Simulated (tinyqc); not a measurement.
Haynes-Shockley experiment: what a collector records, against the distance from injector to collector.

A sheet injected at x = 0, t = 0 gives at x = L the signal n(t) = N0 exp(-t/tau - (L - v t)^2/(4 D t))/sqrt(4 pi D t), D = mu Vt, v = mu F. Its peak lies at tp = [-D + sqrt(D^2 + u^2 L^2)]/u^2, u^2 = v^2 + 4 D/tau; dt is the full width at half height. Simple readings: mobility L/(F tp), diffusion coefficient (L dt/tp)^2/(16 ln 2 tp). Area v times the integral of n over N0: (v/u) exp(L (v - u)/(2 D)).

Values chosen for this exercise:
- T = 300 K (temperature)
- mu = 203 cm^2/(V s) (minority-carrier mobility)
- F = 7 V/cm (sweep field along the drift)
- tau = 0.00018 s (lifetime)

Constants: q = 1.602176634e-19 C, kB = 1.380649e-23 J/K, Vt = kB T/q. Results are converted to the units shown.

Haynes-Shockley experiment: what a collector records, against the distance from injector to collector:

| L (um) | L/v (us) | tp (us) | dt (us) | apparent mobility (cm^2/(V s)) | apparent D (cm^2/s) | area | exp(-L/(v tau)) |
|---|---|---|---|---|---|---|---|
| 440 | 30.964 | 27.750 | 27.172 | 226.51 | 6.0312 | 0.82063 | 0.84196 |
| 720 | 50.669 | 46.870 | 35.473 | 219.45 | 5.7126 | 0.73667 | 0.75466 |
| 1200 | 84.448 | 79.689 | 46.390 | 215.12 | 5.5215 | 0.61223 | 0.62553 |
| 1900 | 133.71 | 127.57 | 58.792 | 212.76 | 5.4189 | 0.46744 | 0.47577 |
| 3200 | 225.19 | 216.52 | 76.680 | 211.14 | 5.3487 | 0.28320 | 0.28620 |
| 5200 | 365.94 | 353.36 | 98.024 | 210.23 | 5.3097 | 0.13100 | 0.13094 |
| 8500 | 598.17 | 579.16 | 125.54 | 209.66 | 5.2856 | 0.036714 | 0.036038 |
| 14000 | 985.22 | 955.49 | 161.30 | 209.32 | 5.2708 | 0.0044064 | 0.0041967 |

True values: mu = 203 cm^2/(V s), D = 5.25 cm^2/s. The apparent mobility is 12 % above the true one in the first row and 3.1 % above it in the last, and the apparent D 15 % above and 0.44 % above D. The peak always comes before L/v, since spreading and decay both weigh down the later part of the signal; the shift is 10 % and 3.0 % in these rows.

Computed by the program tinyqc: `OMP_NUM_THREADS=1 python tinyqc.py 2310026 2310027 out.jsonl`, one thread of a shared Intel Xeon 2.30GHz, about 0.01 s for the whole run.
